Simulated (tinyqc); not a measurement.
Gap and mesh density: special k points of the hexagonal lattice.

Lattice vectors in units of a: a1 = (1, 0), a2 = (-1/2, sqrt(3)/2); reciprocal vectors b_i with a_i . b_j = 2 pi delta_ij. Mesh: k = sum_i f_i b_i with f_i = (2 j_i + shift)/(2 N), j_i = 0 .. N-1. The point group of the lattice has 12 operations; only those that map the mesh onto itself are used.

A_m(k) = sum over the m-th star of lattice vectors R of cos(k . R), stars in order of length: m = 1: |R|^2 = 1, 6 vectors, such as (1, 1) in the basis a_i; m = 2: |R|^2 = 3, 6 vectors, such as (2, 1) in the basis a_i; m = 3: |R|^2 = 4, 6 vectors, such as (2, 2) in the basis a_i; m = 4: |R|^2 = 7, 12 vectors, such as (3, 2) in the basis a_i; m = 5: |R|^2 = 9, 6 vectors, such as (3, 3) in the basis a_i; m = 6: |R|^2 = 12, 6 vectors, such as (4, 2) in the basis a_i. The zone mean of every A_m is zero.

Test function, the lower band of a two-band insulator: E(k) = -sqrt(D^2 + (e0 - t A_1(k))^2).
Inputs chosen for the exercise: t = 0.59 eV (coupling); e0 = 1.61 eV (offset).

D takes the values listed; errors against the unshifted mesh with N = 192, for unshifted meshes.

Errors (meV):

| D (eV) | reference (eV) | N = 2 | N = 4 | N = 6 | N = 8 |
|---|---|---|---|---|---|
| 0.2 | -1.9515 | -631.474 | 78.968 | -29.009 | 11.900 |
| 0.4 | -1.9985 | -608.103 | 69.705 | -20.441 | 6.903 |
| 1.5 | -2.5397 | -447.119 | 19.980 | -2.057 | 0.273 |
| 2.5 | -3.2625 | -336.711 | 6.620 | -0.308 | 0.018 |
| 4.0 | -4.5312 | -236.750 | 1.764 | -0.031 | 0.001 |

Give the missing row, D (eV) = 0.8.

Computed row:
```
D (eV)  reference (eV)     N = 2   N = 4   N = 6  N = 8
0.8            -2.1498  -549.307  46.040  -8.971  2.163
```

The first listed N from which the error stays below 0.5 meV is none for D = 0.2, none for D = 0.4, none for D = 0.8, 8 for D = 1.5, 6 for D = 2.5, 6 for D = 4 eV. A larger D makes the function smoother, so its Fourier coefficients fall faster with |R|.

Run: tinyqc, `OMP_NUM_THREADS=1 python tinyqc.py 1680742 1680743 out.jsonl`; Intel(R) Xeon(R) Processor @ 2.30GHz, one thread, shared host; about 0.09 s of CPU time with all checks.
